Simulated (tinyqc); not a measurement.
Long-channel MOSFET, surface-potential model: effect of the temperature.

n-channel transistor on a uniformly doped p-type body, gradual-channel approximation, constant mobility, Boltzmann statistics, full ionisation. Potentials are counted from the neutral body; V is the electron quasi-Fermi potential, Vsb at the source and Vsb + Vds at the drain. Charges are magnitudes per area.

Nc and Nv are given at 300 K and scale as (T/300 K)^1.5; Eg, Vfb and mu are held fixed. ni = sqrt(Nc Nv) exp(-Eg/(2 Vt)), Eg in volts; phiF = Vt ln(Na/ni); Cox = eps0 eox/tox; gamma = sqrt(2 q eps0 eps_r Na)/Cox. The surface potential psi at channel potential V solves Vgs + Vsb - Vfb - psi = gamma sqrt(G), G = psi - Vt + Vt exp((psi - 2 phiF - V)/Vt). Charge sheet: Qi = Cox gamma [sqrt(G) - sqrt(psi - Vt)]; I = mu (W/L) [integral of Qi dpsi from psi_0 to psi_L (drift) + Vt (Qi0 - QiL) (diffusion)], with psi_0 at V = Vsb and psi_L at V = Vsb + Vds. VT = Vfb + 2 phiF + gamma sqrt(2 phiF + Vsb), m = 1 + gamma/(2 sqrt(2 phiF + Vsb)). The swing is 20 mV/log10[I(VT - 0.14 V)/I(VT - 0.16 V)] of the charge-sheet current at the given Vds.

Values chosen for this exercise; material values close to those of gallium arsenide:
- Eg = 1.41 eV (band gap)
- eps_r = 12.7 (relative permittivity of the semiconductor)
- Nc = 4.46e17 cm^-3 (conduction-band density of states at the reference temperature)
- Nv = 9.07e18 cm^-3 (valence-band density of states at the reference temperature)
- Na = 3.4e16 cm^-3 (acceptor density of the body)
- eox = 22.4 (relative permittivity of the gate insulator)
- tox = 28 nm (insulator thickness)
- Vfb = -0.43 V (flat-band voltage)
- mu = 410 cm^2/(V s) (channel mobility)
- W = 5 um (gate width)
- L = 2 um (gate length)
- Vsb = 0.5 V (source-body reverse bias)
- Vgs = 0.92 V (gate-source voltage)
- Vds = 0.8 V (drain-source voltage)

Constants: q = 1.602176634e-19 C, kB = 1.380649e-23 J/K, Vt = kB T/q, eps0 = 8.8541878128e-14 F/cm where lengths are in cm. Results are converted to the units shown.

The same in every row: gamma (V^0.5) = 0.1563.

Result of one run:
```
T (K)  VT (V)      m  swing (mV/decade)  I at Vgs, Vds (uA)
220     1.051  1.059              46.61            2.490e-5
```

What becomes of these results when the temperature T is changed from 220 to 280 K, all else the same?

Result of the changed run:
```
T (K)  VT (V)      m  swing (mV/decade)  I at Vgs, Vds (uA)
280    0.9929  1.060              59.51            0.001583
```

The whole series:
```
T (K)  VT (V)      m  swing (mV/decade)  I at Vgs, Vds (uA)
220     1.051  1.059              46.61            2.490e-5
250     1.022  1.059              53.05            2.458e-4
280    0.9929  1.060              59.51            0.001583
310    0.9625  1.060              66.00            0.007454
340    0.9312  1.061              72.51             0.02757
370    0.8992  1.061              79.06             0.08355
400    0.8666  1.062              85.65              0.2130
430    0.8332  1.062              92.28              0.4666
```

As T goes from 220 to 430 K, VT falls from 1.05 to 0.833 V, the swing rises from 46.6 to 92.3 mV a decade and the current rises from 2.49e-5 to 0.467 uA. The swing is 0.86 % above m Vt ln 10 in the first row and 1.8 % above it in the last. The gate voltage is below VT in 5 of the 8 rows. In every row the mobility is held fixed, though a real channel mobility changes with T and would alter the trend of the current.

tinyqc, about 0.04 s, one thread, Intel Xeon 2.30GHz (shared host): `OMP_NUM_THREADS=1 python tinyqc.py 2360077 2360078 out.jsonl`
